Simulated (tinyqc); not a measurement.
What each parameter does: polytypes by hexagonality, and a cubic inclusion as a quantum well.

Gap: E3 + (E2 - E3) h. Valence top Ev2 h and polarisation P2 h, both counted from 3C; Ec = Ev + gap.

A cubic inclusion of width L = N d in the host (h = 1) is a well of depth V = Ec(host) - Ec(3C). Square well with mass mismatch: k tan(k L/2) = (m_w/m_b) q, k = sqrt(m_w E/c), q = sqrt(m_b (V - E)/c), c = hbar^2/2m0, lowest root. The depth of the level, V - E, is its binding, and the transition to the valence top of the host is gap(host) - (V - E). The step in polarisation gives a field |F| = |P|/(eps eps0) in a thin inclusion, eps0 = 8.8541878e-12 F/m.

Constants: hbar^2/2m0 = 3.80998211 eV angstrom^2.

Values chosen for the exercise (of the order of those of InP; the results hold for these values, not for the real material): E3 = 1.421 eV (gap of the cubic polytype); E2 = 1.493 eV (gap of 2H); Ev2 = 0.038 eV (valence top of 2H above that of 3C); P2 = -0.002 C/m^2 (spontaneous polarisation of 2H); m = (0.086, 0.075) m0 (electron mass along c in the cubic layer and in the host); d = 3.389 angstrom (thickness of a double layer); eps = 12.3 (dielectric constant); N = 6 (double layers in the cubic inclusion).

Well depth, depth of the level, transition without the field and field.

One parameter was then changed.

Results before and after:
```
case     V (eV)  depth (eV)  transition (eV)  |F| (MV/cm)
base     0.1100      0.0194           1.4736        0.184
changed  0.1100      0.0194           1.4736        0.239
```

Which of these changes was made? (a) E2 = 1.523 eV; (b) eps = 13.3; (c) m = (0.103, 0.075) m0; (d) N = 7; (e) Ev2 = 0.068 eV; (f) P2 = -0.0026 C/m^2; (g) E3 = 1.401 eV.

Answer: (f) P2 = -0.0026 C/m^2. Of the candidates, run in turn, only this one gives the changed row.

All candidates:
```
case                   V (eV)  depth (eV)  transition (eV)  |F| (MV/cm)
base                   0.1100      0.0194           1.4736        0.184
N = 7                  0.1100      0.0245           1.4685        0.184
Ev2 = 0.068 eV         0.1400      0.0297           1.4633        0.184
E3 = 1.401 eV          0.1300      0.0261           1.4669        0.184
E2 = 1.523 eV          0.1400      0.0297           1.4933        0.184
P2 = -0.0026 C/m^2     0.1100      0.0194           1.4736        0.239
eps = 13.3             0.1100      0.0194           1.4736        0.170
m = (0.103, 0.075) m0  0.1100      0.0198           1.4732        0.184
```

tinyqc: `OMP_NUM_THREADS=1 python tinyqc.py 1880599 1880600 out.jsonl`; about 0.09 s, one thread, shared Intel(R) Xeon(R) Processor @ 2.30GHz.
